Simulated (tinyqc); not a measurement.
MP2 on RHF in the sto-6g basis, for H2, spin multiplicity 1, step by step. Computed by tinyqc, a small Python program that keeps every step (integrals from PySCF). Settings: charge = 0, multiplicity = 1, basis = sto-6g, method = RHF, energy threshold = 1e-10, iteration cap = 85, orthogonalisation = symmetric, start = atomic densities, DIIS depth = 6. Command: `OMP_NUM_THREADS=1 python tinyqc.py 29274 29275 out.jsonl` (the two numbers bound the seeds that draw the settings). One thread of a shared host (Intel(R) Xeon(R) Processor @ 2.60GHz), about 0.07 s of CPU time with the checks. The early iterations of the SCF are left out here.

## One-electron integrals

Geometry (angstrom):
```
atom        x        y        z
H     0.00000  0.00000  0.00000
H     0.00000  0.00000  0.84900
```

Basis sto-6g: exponents (1/bohr^2) and contraction coefficients of normalised primitives:
```
element  l (shell)  exponent  coefficient
H            s (1)  35.52322      0.00916
H            s (1)   6.51314      0.04936
H            s (1)   1.82214      0.16854
H            s (1)   0.62596      0.37056
H            s (1)   0.24308      0.41649
H            s (1)   0.10011      0.13033
```

Overlap, kinetic and nuclear-attraction integrals over the contracted functions; the nuclear repulsion is the sum of Za Zb / Rab.

nuclear repulsion = 0.6232947 hartree

overlap S, order 1H 1s, 2H 1s:
$$\begin{pmatrix}
1.00000 & 0.58932 \\
0.58932 & 1.00000
\end{pmatrix}$$

kinetic energy T (hartree), order 1H 1s, 2H 1s:
$$\begin{pmatrix}
0.76852 & 0.17564 \\
0.17564 & 0.76852
\end{pmatrix}$$

nuclear attraction V (hartree), order 1H 1s, 2H 1s:
$$\begin{pmatrix}
-1.82800 & -1.01397 \\
-1.01397 & -1.82800
\end{pmatrix}$$

core Hamiltonian H = T + V (hartree), order 1H 1s, 2H 1s:
$$\begin{pmatrix}
-1.05948 & -0.83833 \\
-0.83833 & -1.05948
\end{pmatrix}$$

## Two-electron integrals

Functions are numbered as in S; the eight-fold symmetry (ij|kl) = (ji|kl) = (kl|ij) leaves the list below.

Two-electron integrals (ij|kl) in chemists' order, unique and non-zero (hartree):
```
(11|11) 0.77500   (21|11) 0.38435   (21|21) 0.23085   (22|11) 0.52983
(22|21) 0.38435   (22|22) 0.77500
```

## Orthogonalisation

S = U s U^T; symmetric (Loewdin) form X = U s^(-1/2) U^T, so that X^T S X = 1.

eigenvalues of S: [0.41068, 1.58932]

X, order 1H 1s, 2H 1s:
$$\begin{pmatrix}
1.17683 & -0.38361 \\
-0.38361 & 1.17683
\end{pmatrix}$$

## Starting guess

The start is atomic minimal-basis densities projected into this basis (PySCF's MINAO start) and scaled to the electron count of each spin; this density is not idempotent, so its energy is not variational and may lie below the converged one.

D at the start, order 1H 1s, 2H 1s:
$$\begin{pmatrix}
0.94314 & 0.09648 \\
0.09648 & 0.94314
\end{pmatrix}$$

## Iteration 3 (converged): orbitals

converged F (hartree), order 1H 1s, 2H 1s:
$$\begin{pmatrix}
-0.31309 & -0.54530 \\
-0.54530 & -0.31309
\end{pmatrix}$$

Diagonalise F' = X^T F X, C = X C', fill 1 alpha and 1 beta electrons from the bottom; D = 2 C_occ C_occ^T. Each column has its largest component positive (the first on a tie).

F' = X^T F X (hartree):
$$\begin{pmatrix}
0.01267 & -0.55276 \\
-0.55276 & 0.01267
\end{pmatrix}$$

orbital energies (hartree): MO1 -0.54010, MO2 0.56543

coefficients C, order 1H 1s, 2H 1s:
$$\begin{pmatrix}
0.56089 & 1.10340 \\
0.56089 & -1.10340
\end{pmatrix}$$

D after iteration 3, order 1H 1s, 2H 1s:
$$\begin{pmatrix}
0.62920 & 0.62920 \\
0.62920 & 0.62920
\end{pmatrix}$$

## Convergence

Stop when the energy changes by less than 1e-10 hartree and every element of the error matrix X^T (F D S - S D F) X is below 3e-06.

Course of the cycle:
```
iteration  E (hartree)     change  largest element of the error matrix
1           -0.7529373          -                             3.25e-16
2           -1.1109001  -3.58e-01                             2.91e-16
3           -1.1109001    0.00000                             2.91e-16
```

PySCF RHF in the same basis = -1.1109001 hartree

Converged in 3 iterations.

## Populations, bond orders and dipole

Mulliken: Z minus the diagonal of D S on the atom; Loewdin: the same with S^(1/2) D S^(1/2); Mayer order: 2 sum_s sum (D(s) S)_ij (D(s) S)_ji over the two atoms.

Charges (e):
```
atom  Mulliken  Loewdin
1H           0        0
2H     0.00000        0
```

Mayer bond orders:
```
pair    order
2-1   1.00000
```

dipole moment about the origin, x y z (debye): [0.00000, 0.00000, 0.00000]

## Integrals over molecular orbitals

(pq|rs) = sum C_ip C_jq C_kr C_ls (ij|kl), one index at a time.

one-electron integrals over orbitals h = C^T H C (hartree):
$$\begin{pmatrix}
-1.19410 & 0.00000 \\
0.00000 & -0.53850
\end{pmatrix}$$

Two-electron integrals over orbitals (pq|rs), unique and non-zero (hartree):
```
(11|11) 0.65400   (21|21) 0.18781   (22|11) 0.64587   (22|22) 0.67923
```

## Second-order Moller-Plesset energy

Hartree-Fock energy = -1.1109001 hartree

E2 = sum_ijab (ia|jb) [2 (ia|jb) - (ib|ja)] / (e_i + e_j - e_a - e_b) over occupied i, j and virtual a, b; the opposite-spin part is (ia|jb)^2 / denominator, the rest is same-spin, and SCS-MP2 scales them by 6/5 and 1/3.

Terms:
```
i  j  a  b  (ia|jb)  (ib|ja)  denominator      term
1  1  2  2  0.18781  0.18781     -2.21104  -0.01595
```

Pair energies (hartree; pair i-j sums ij and ji):
```
pair  opposite spin  same spin
1-1        -0.01595    0.00000
```

MP2 correlation energy = -0.0159533 hartree

SCS-MP2 correlation energy = -0.0191440 hartree

MP2 total energy = -1.1268534 hartree
